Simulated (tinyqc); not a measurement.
Decay across the direct gap: complex band structure along [001] in sp3s* tight binding.

For k = (0, 0, kz) the phase sums are g0 = cos(phi) and g3 = i sin(phi), phi = kz a/4, and the s, pz, s* orbitals of anion (a) and cation (c) decouple from px, py. With z = exp(i phi), H(z) = H0 + z T + T^T/z for any complex z. H0 is diagonal (Esa, Epa, Exa, Esc, Epc, Exc). The anion-cation block is B(z) = z U + W/z and the cation-anion block z W^T + U^T/z, where U has Vss/2 (s,s), Vsapc/2 (s,z), -Vscpa/2 (z,s), Vxx/2 (z,z), Vxapc/2 (s*,z), -Vpaxc/2 (z,s*), and W has the same values with the s-z and s*-z signs reversed. |z| = 1 is a band state, |z| < 1 decays along [001] as exp(-kappa d) over a distance d, kappa = -(4/a) ln|z|. No spin-orbit coupling.

Constants: hbar^2/2m0 = 3.80998211 eV angstrom^2.

Inputs chosen for the exercise (out of a larger set: near a published set for GaAs, fitted to gaps, whose masses and valley positions are rough (light masses up to twice too heavy); not measured data): p = (-8.368, 1.044, -2.66, 3.681, 8.596, 6.766, -6.426, 1.953, 5.08, 4.48, 5.768, 4.835, 4.8) eV (order Esa, Epa, Esc, Epc, Exa, Exc, Vss, Vxx, Vxy, Vsapc, Vscpa, Vxapc, Vpaxc); a = 5.654 angstrom (lattice constant).

Ev = 0.00609 eV
EG (direct gap) = 1.51118 eV

masses of this model, from the curvature at Gamma (m0): m_lh 0.08756, m_e 0.11577

kappa of the imaginary branch at Gamma against three formulas: parabolic from the valence edge, sqrt(m_lh E/c); parabolic from the conduction edge, sqrt(m_e (EG - E)/c); two-band (Franz), sqrt(m E (1 - E/EG)/c) with m = 2 m_lh m_e/(m_lh + m_e). E from Ev; c = hbar^2/2m0.

kappa (1/angstrom):
```
E/EG  E (eV)  tight binding  parabolic, valence  parabolic, conduction  two-band
0.05  0.0756         0.0408              0.0417                 0.2089    0.0433
0.15  0.2267         0.0675              0.0722                 0.1976    0.0710
0.25  0.3778         0.0827              0.0932                 0.1856    0.0861
0.35  0.5289         0.0921              0.1103                 0.1728    0.0949
0.50  0.7556         0.0984              0.1318                 0.1515    0.0994
0.65  0.9823         0.0959              0.1502                 0.1268    0.0949
0.75  1.1334         0.0884              0.1614                 0.1071    0.0861
0.85  1.2845         0.0742              0.1718                 0.0830    0.0710
0.95  1.4356         0.0462              0.1816                 0.0479    0.0433
```

The branch joins the light-hole and conduction bands and peaks, among these rows, at E/EG = 0.50 with kappa = 0.0984 1/angstrom. At mid-gap the parabola from the conduction edge is +54 % off and the two-band form +1.1 %; over 5 nm the parabola would misstate exp(-2 kappa d) by a factor 204.

(tinyqc, `OMP_NUM_THREADS=1 python tinyqc.py 1480970 1480971 out.jsonl`, Intel(R) Xeon(R) Processor @ 2.30GHz, 1 thread, shared host, about 0.02 s.)
